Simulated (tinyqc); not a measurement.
Width of the well: finite square well with mass mismatch (envelope functions).

A square well of width L and depth V0, mass mw inside and mb outside, energies from the bottom of the well, c = hbar^2/2m0. k = sqrt(mw E/c), kappa = sqrt(mb (V0 - E)/c). psi and psi'/m are continuous at the walls (BenDaniel-Duke), so level n solves k L + 2 atan[(k/mw)/(kappa/mb)] = n pi.

Constants: hbar^2/2m0 = 3.80998211 eV angstrom^2.

Inputs chosen for the exercise (near those of an InGaAs well in InAlAs; the results hold for these values, not for the real material): V0 = 0.515 eV (barrier height); mw = 0.0414 m0 (mass in the well); mb = 0.0774 m0 (mass in the barrier); Ls = (21, 31, 47, 71, 106, 159, 239) angstrom (widths).

Levels against L, beside the infinite well E1(hard) = c (pi/L)^2/mw; Pb is the probability of level 1 in the barriers; a dash marks an unbound level.

Levels:
```
L (angstrom)  bound levels  E1 (eV)  E2 (eV)  E1(hard) (eV)     Pb
21                       1   0.2839        -         2.0596  0.351
31                       1   0.2052        -         0.9451  0.211
47                       2   0.1328   0.4938         0.4112  0.109
71                       2   0.0794   0.3192         0.1802  0.051
106                      3   0.0449   0.1813         0.0808  0.022
159                      4   0.0238   0.0957         0.0359  0.009
239                      6   0.0120   0.0480         0.0159  0.003
```

What can be read from this table?

The infinite well overestimates E1 by a factor 7.25 at 21 angstrom and 1.33 at 239 angstrom. The local exponent d ln E1/d ln L goes from -0.83 (first two rows) to -1.69 (last two), towards the -2 of hard walls, as Pb falls from 0.351 to 0.003. E2 - E1 is largest at 47 angstrom of the widths listed.

Run: tinyqc, `OMP_NUM_THREADS=1 python tinyqc.py 1250517 1250518 out.jsonl`; Intel(R) Xeon(R) Processor @ 2.30GHz, one thread, shared host; about 0.02 s of CPU time with all checks.
